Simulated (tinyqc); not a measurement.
Worked calculation: equation-of-state fits to an energy-volume table made by a known binding curve. Computed by tinyqc, a small Python program that keeps every step. Command: `OMP_NUM_THREADS=1 python tinyqc.py 3004052 3004053 out.jsonl eosfit walk`. One thread of a shared host (Intel(R) Xeon(R) Processor @ 2.30GHz), about 0.03 s of CPU time with the checks. Intermediate numbers are printed to about 7 digits and carried at full precision; extremes and crossings named in words are read from the listed rows.

With x = (V/V_0)^(1/3), the energy per atom is E = -D [1 + eta (x - 1)] exp(-eta (x - 1)), so that B0 = D eta^2/(9 V_0) and B' = 1 + 2 eta/3. B' = dB/dP at P = 0.

Inputs (values chosen for the exercise, for a model crystal):
```
quantity                                   value             unit
cohesive energy D                           2.52          eV/atom
true volume V_0                               36  angstrom^3/atom
stiffness eta                               4.16                -
half-width of the volume window w           0.02                -
shift of the window centre s             -0.0034                -
points N                                       9                -
compression V/V_0 for the pressure test      0.9                -
```

Binding curve: universal binding. Noise: none.

Constants: 1 eV/angstrom^3 = 160.2176634 GPa.

## Exact values of the curve

B0 and B' from the formulas above; P = -dE/dV at V = c V_0 (c the compression chosen), from the curve itself.

exact B0 = 21.56516 GPa

exact B' = 3.773333

exact pressure at c V_0 = 2.764908 GPa

## Energy-volume table

Table: V_j = V_0 [1 + s + w (2 j/(N - 1) - 1)], j = 0..N-1, rounded to 0.001; E_j from the curve, rounded to 1e-7 eV.

Table:
```
V (angstrom^3)      E (eV)
35.158          -2.5186239
35.338          -2.5191562
35.518          -2.5195563
35.698          -2.5198272
35.878          -2.5199720
36.058          -2.5199937
36.238          -2.5198952
36.418          -2.5196793
36.598          -2.5193488
```

## Birch-Murnaghan fit

Third-order Birch-Murnaghan is a cubic in u = V^(-2/3): fit it by linear least squares, find the minimum, and take B0 = V E''(V), B' = -1 - V E'''/E'' there.

fitted E0 = -2.520000 eV

fitted V0 = 36.00000 angstrom^3

fitted B0 = 21.56409 GPa

fitted B' = 3.773746

root-mean-square residual = 1.194831e-05 meV

Against the exact curve V0 is off by 0.000 %, B0 by 0.00 % and B' by 0.0 %.

## Errors of the Birch-Murnaghan fit

Errors are fitted minus exact, relative; the pressure at c V_0 uses P = (3 B0/2) (x^7 - x^5) [1 + (3/4)(B' - 4)(x^2 - 1)], x = (V0/V)^(1/3) with the fitted values.

error of B0 = -0.004934544 %

error of B' = 0.01093271 %

fitted pressure at c V_0 = 2.770875 GPa

error of that pressure = 0.2158160 %

## Vinet fit by Gauss-Newton steps

Vinet: E = E0 + (9 B0 V0/h^2) {1 + [h (1 - x) - 1] exp(h (1 - x))}, P = 3 B0 (1 - x) x^-2 exp(h (1 - x)), x = (V/V0)^(1/3), h = (3/2)(B' - 1). Gauss-Newton steps on (E0, V0, B0, B'): solve J d = r by least squares, r the residuals and J their derivatives (central differences, relative step 1e-5); start from the parabola fit in V with B' = 4; stop when all relative changes are below 1e-7.

Iterations:
```
step    E0 (eV)  V0 (angstrom^3)  B0 (GPa)        B'  rms residual (meV)
0     -2.520004         36.00737  21.93836  4.000000        2.080361e-02
1     -2.520000         36.00012  21.56582  3.782093        3.159565e-04
2     -2.520000         35.99999  21.56482  3.778117        1.145691e-05
3     -2.520000         35.99999  21.56482  3.778116        1.145683e-05
```

B0, Vinet = 21.56482 GPa

B', Vinet = 3.778116

The Vinet form is this binding curve itself, so without noise it returns the exact values but for the rounding of the table.

## Five forms on the same table

Murnaghan: E = E0 + (B0 V/B') [(V0/V)^B'/(B' - 1) + 1] - B0 V0/(B' - 1), P = (B0/B') [(V0/V)^B' - 1]. Birch-Murnaghan: E = E0 + (9 V0 B0/16) [y^3 B' + y^2 (2 - 4 y)], y = (V0/V)^(2/3) - 1; P = (3 B0/2) (x^7 - x^5) [1 + (3/4)(B' - 4)(x^2 - 1)], x = (V0/V)^(1/3). All are least-squares fits to the energies; for polynomials in V, B0 = V E'' and B' = -1 - V E'''/E'' at the minimum.

Fitted values:
```
form             V0 (angstrom^3)  B0 (GPa)         B'  P at c V_0 (GPa)
exact                   36.00000  21.56516   3.773333          2.764908
parabola in V           36.00737  21.93836  -1.000000                 -
cubic in V              35.99990  21.57901   3.855609                 -
Murnaghan               36.00001  21.56186   3.760273          2.787615
Birch-Murnaghan         36.00000  21.56409   3.773746          2.770875
Vinet                   35.99999  21.56482   3.778116          2.765542
```

In B0 the Vinet form comes closest (0.00 %) and the parabola in V form misses most (+1.73 %). A parabola in V has no third derivative, so its B' is -1 by construction. At c V_0, beyond the window, the pressure errors are Murnaghan +0.8 %, Birch-Murnaghan +0.2 %, Vinet 0.0 %.

## The width of the window

The table is made anew for each w.

Errors (%):
```
w     B0, parabola  B0, cubic  B0, Murnaghan  B0, Birch-Murnaghan  B0, Vinet  B', Birch-Murnaghan
0.03         1.857      0.163         -0.035               -0.009     -0.001               -0.145
0.05         2.270      0.481         -0.100               -0.025      0.000               -0.172
0.08         3.279      1.262         -0.259               -0.064      0.000               -0.222
0.12         5.375      2.895         -0.576               -0.142      0.000               -0.366
0.16         8.372      5.256         -1.005               -0.249      0.000               -0.563
0.22        14.704     10.344         -1.821               -0.456      0.000               -0.949
```

The Birch-Murnaghan error of B0 is smallest among these at w = 0.03 (0.009 % in size); it is 0.009 % at the narrowest and 0.456 % at the widest. This error comes from the form and grows with w. The Vinet form is the binding curve itself here, so its error comes from noise and rounding alone. At the widest window the errors of B0 are +14.7 % for the parabola and +10.3 % for the cubic in V.

Checks made by the program: nonlinear Birch-Murnaghan fit against the linear one (relative difference 1e-09).
